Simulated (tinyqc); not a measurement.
Precursor delivery and alloy composition in metal-organic vapour-phase epitaxy. From solid share x back to source 2: carrier flow. Computed by tinyqc, a small Python program. Command: `OMP_NUM_THREADS=1 python tinyqc.py 3013939 3013940 out.jsonl movpe inv`. One thread of a shared host (Intel(R) Xeon(R) Processor @ 2.30GHz), about 0.02 s of CPU time with the checks.

Carrier gas leaves each bubbler saturated. Group-III species cross a boundary layer and react at the surface; element 2 can also desorb. The film is (1)_(1-x) (2)_x V with a zinc-blende cell.

Inputs (values chosen for the exercise, close to those used for AlGaAs from TMAl and TMGa): source 1: a in log10(p/torr) = a - b/T = 8.22; source 1: b = 2134 K; source 1: bath temperature = 19 C; source 1: carrier flow = 46 sccm; source 2: a = 8.07; source 2: b = 1703 K; source 2: bath temperature = 1 C; bubbler pressure p_b = 400 torr; group-V hydride flow = 240 sccm; total flow = 9.1 slm; reactor pressure p = 760 torr; diffusivity D0 at 273.15 K and 760 torr = 0.35 cm^2/s; boundary layer delta = 1.4 cm; prefactor of the surface rate k_s = 2e+13 cm/s; energy of k_s = 1.86 eV; prefactor of the loss of element 2 = 1.8e+17 layers/s; energy of the loss = 3.61 eV; lattice constant a = 5.655 angstrom; growth temperature T = 760 C.

Constants: k_B = 1.380649e-23 J/K; k_B = 8.617333262e-05 eV/K.

Method:
- Temperatures in kelvin are T(C) + 273.15.
- Vapour pressure p_v = 10^(a - b/T); precursor flow = carrier flow x p_v/(p_b - p_v); 1 sccm = 44.615 micromol/min; V/III = hydride flow over the sum of both; gas share x_g = F2/(F1 + F2).
- Partial pressure p_i = p F_i/(44615 x total flow in slm); density n_i = p_i/(k_B T), 1 torr = 133.322 Pa; D = D0 (T/273.15)^1.75 (760/p), h = D/delta, the same for both; k_s = prefactor x exp(-energy/(k_B T)); arrival J_i = n_i/(1/h + 1/k_s); in layers per second g_i = J_i a^2/2 (two group-III sites per a^2 on (001)).
- Loss of element 2 is r x with r = prefactor x exp(-energy/(k_B T)). Then x = (g2 - r x)/(g1 + g2 - r x), or r x^2 - (g1 + g2 + r) x + g2 = 0, smaller root; growth rate G = g1/(1 - x) layers/s; one layer is a/2 thick, 1 angstrom/s = 0.36 um/h.
- Distribution coefficient = [x/(1 - x)]/[x_g/(1 - x_g)], x_g = g2/(g1 + g2).

Question. A run gave the result below. Find the source 2: carrier flow, known to lie between 5.8 and 18 sccm.

solid share x = 0.6877327

Answer.

Each step takes the trial c = (a f_b - b f_a)/(f_b - f_a), f being the result less the target and a, b, c the logarithms of the listed values; c replaces end b, the old b replaces a if the sign of f changed, and otherwise f_a is halved.

Scan of the range:
```
source 2: carrier flow (sccm)  solid share x
5.80                                0.553719
7.00                                0.601124
8.46                                0.646984
10.20                               0.689690
12.30                               0.729349
14.90                               0.766418
18.00                               0.799274
```

False position (Illinois rule, in the logarithm of the input) inside the bracket:
```
step    end a    end b    trial  solid share x
1      8.4600  10.2000  10.1129       0.687797
2      8.4600  10.1129  10.1073       0.687673
3     10.1129  10.1073  10.1100       0.687733
4     10.1073  10.1100  10.1100       0.687733
```

Solid share x rises at every point of a 13-point scan of the range (every second point is shown), so one value fits; it is bracketed by 8.46 and 10.2. Answer: source 2: carrier flow = 10.11 sccm.

Caution: trimethylaluminium is largely a dimer in the vapour, which would double its metal flow; it is counted as a monomer here. Caution: the lattice constant is held fixed as x changes, delta does not respond to the flow, both precursors share one D and k_s, and gas-phase side reactions are left out.
